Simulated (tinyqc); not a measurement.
## Round nanowire with a gate all round, subbands and threshold shift from confinement: confinement against the diameter

Undoped body with a flat potential across it, hard walls, transport along x. One isotropic valley (g = 1, mx = my = mz = me). Non-parabolicity enters the subband edges through E (1 + al E) = gamma, so E = 2 gamma/(1 + sqrt(1 + 4 al gamma)); motion within a subband is taken as parabolic with the band-edge mass. Energies are counted from the bulk band edge.

gamma = C (2 z/(t + dl))^2 (1/my + 1/mz)/2, z the zeros of the Bessel functions J_l (2.404826, 3.831706, 5.135622, 5.520078, ...), twofold for l > 0; the mean inverse mass is an approximation for anisotropic valleys, C = hbar^2/(2 m0). Each subband has N_k = g sqrt(2 mx m0 kB T/(pi hbar^2)); without degeneracy n = exp(EF/Vt) sum N_k exp(-E_k/Vt). Classical value Nc times pi t^2/4, Nc = sum over valleys of 2 g (m m0 kB T/(2 pi hbar^2))^1.5 with m = (mx my mz)^(1/3). Threshold shift dVT = Vt ln(classical value/sum N_k exp(-E_k/Vt)). With degeneracy n = sum N_k F((EF - E_k)/Vt), F(x) = (1/sqrt(pi)) int_0^infinity u^(-1/2) du/(1 + exp(u - x)); gate: Vg = EF + q n/(Cg P), P = pi t, summed over the 60 lowest subbands at most, with Vg counted from the value that would put EF at the bulk band edge of an empty body. The last two columns are for Vg = 0.4 V; sensitivity d(dVT)/dt by central differences between 0.99 and 1.01 times the value.

Inputs (values chosen for the exercise); masses close to those of In0.53Ga0.47As: temperature T = 300 K; mass at the band edge me = 0.0408 m0; non-parabolicity al = 1.2 1/eV; widening of the box by penetration into the insulator dl = 0.2 nm; gate capacitance per area of interface Cg = 2.8 uF/cm^2.

Constants: q = 1.602176634e-19 C, kB = 1.380649e-23 J/K, hbar = 1.054571817e-34 J s, m0 = 9.1093837015e-31 kg, Vt = kB T/q, hbar^2/(2 m0) = 0.0380998212 eV nm^2. Results are converted to the units shown.

Results:

| t (nm) | E_1 (meV) | gap to the next edge (meV) | dVT (mV) | sensitivity (mV/nm) | n/P (cm^-2) | share of the lowest subband (%) |
|---|---|---|---|---|---|---|
| 3 | 973.1 | 763.5 | 865.5 | -378.1 | 234.4 | 100.0 |
| 3.8 | 722.9 | 601.1 | 627.6 | -233.2 | 2.954e6 | 100.0 |
| 4.8 | 528.7 | 469.5 | 445.4 | -141.6 | 4.230e9 | 100.0 |
| 6.1 | 375.3 | 359.2 | 304.4 | -82.44 | 3.368e11 | 100.0 |
| 7.7 | 263.1 | 272.0 | 204.2 | -47.01 | 7.925e11 | 99.91 |
| 9.8 | 178.0 | 199.5 | 131.6 | -25.02 | 9.955e11 | 86.30 |
| 16 | 75.48 | 97.56 | 53.24 | -5.811 | 1.866e12 | 32.58 |
| 20 | 49.95 | 67.81 | 36.73 | -2.905 | 2.252e12 | 21.76 |

Estimate the missing row, t = 12 nm.

Computed row:

| t (nm) | E_1 (meV) | gap to the next edge (meV) | dVT (mV) | sensitivity (mV/nm) | n/P (cm^-2) | share of the lowest subband (%) |
|---|---|---|---|---|---|---|
| 12 | 126.1 | 150.6 | 89.99 | -14.07 | 1.418e12 | 53.66 |

With this row back in the table: As t grows from 3 to 20 nm, E_1 falls from 973 to 49.9 meV and dVT falls from 866 to 36.7 mV. E_1 goes as t^(-1.26) at the thin end (-2 for a parabolic band without penetration); a thickness error of 0.2 nm moves the threshold by 76 mV in the first row and 0.58 mV in the last. The charge per interface area rises from 234 to 2.25e12 cm^-2. For t = 12, 16, 20 the charge in the last two columns would bend the potential across the body noticeably, which is left out.

Range of the model: Non-parabolicity also makes carriers heavier within each subband, which is left out, so densities of states are understated at high energy.

Numbers from tinyqc (`OMP_NUM_THREADS=1 python tinyqc.py 2350057 2350058 out.jsonl`; about 0.1 s on one thread of a shared Intel Xeon 2.30GHz).
